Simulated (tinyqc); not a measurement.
Worked calculation: UHF in the sto-3g basis, for BeH, spin multiplicity 2. One step of it, computed by the program tinyqc.

Problem. Iteration 2: DIIS coefficients. Solve [B -1; -1 0][c; lambda] = [0; -1] for the coefficients, which sum to one.

B (overlaps of the stored error matrices):
```
               1              2
1  1.9319050e-01  3.4686463e-02
2  3.4686463e-02  7.0109434e-03
```

Give: DIIS coefficients.

Solution.

DIIS coefficients: -0.212  1.212
